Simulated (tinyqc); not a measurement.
Carrier lifetime of an n-type layer with SRH, radiative, Auger and surface recombination: one step of the calculation.

Uniform excess density dn = dp (no trapping), n = n0 + dn, p = p0 + dn, Boltzmann statistics, full ionisation. Surfaces enter as a rate 2 S dn/d, which holds while diffusion to them is fast.

Question. Lifetime, shares and quasi-Fermi splitting. With e = n p - ni^2 = dn (n0 + p0 + dn): U_SRH = e/(tp0 (n + n1) + tn0 (p + p1)), U_rad = B e, U_Aug = (Cn n + Cp p) e, U_s = 2 S dn/d. tau = dn/U, shares of U, splitting Vt ln(n p/ni^2), radiative efficiency U_rad/U.

Values chosen for this exercise; band and dielectric values those of a made-up semiconductor: temperature T = 300 K; radiative coefficient B = 4.38e-15 cm^3/s; Auger coefficient (two electrons) Cn = 7.1e-31 cm^6/s; Auger coefficient (two holes) Cp = 5.5e-31 cm^6/s; surface recombination velocity (both faces) S = 4 cm/s; sample thickness d = 10 um.

Constants: q = 1.602176634e-19 C, kB = 1.380649e-23 J/K, Vt = kB T/q. Results are converted to the units shown.

converged dn = 1.6971234e14 cm^-3
ni = 1.1897376e12 cm^-3
n0 = 2.1000007e15 cm^-3
p0 = 6.7403578e8 cm^-3
n1 = 2.8590869e10 cm^-3
p1 = 4.9507960e13 cm^-3
tn0 = 5.4347826e-6 s
tp0 = 8.6956522e-5 s

Wanted: tau; shares; quasi-Fermi splitting.

Answer.

tau = 5.143e-5 s
shares (%): SRH 58.79, radiative 0.05, Auger 0.02, surface 41.14
quasi-Fermi splitting = 0.3235 V

SRH recombination takes the largest share. dn is 0.081 times the doping: low injection.

Program tinyqc, `OMP_NUM_THREADS=1 python tinyqc.py 2300015 2300016 out.jsonl`; Intel Xeon 2.30GHz, shared host, one thread, about 0.01 s.
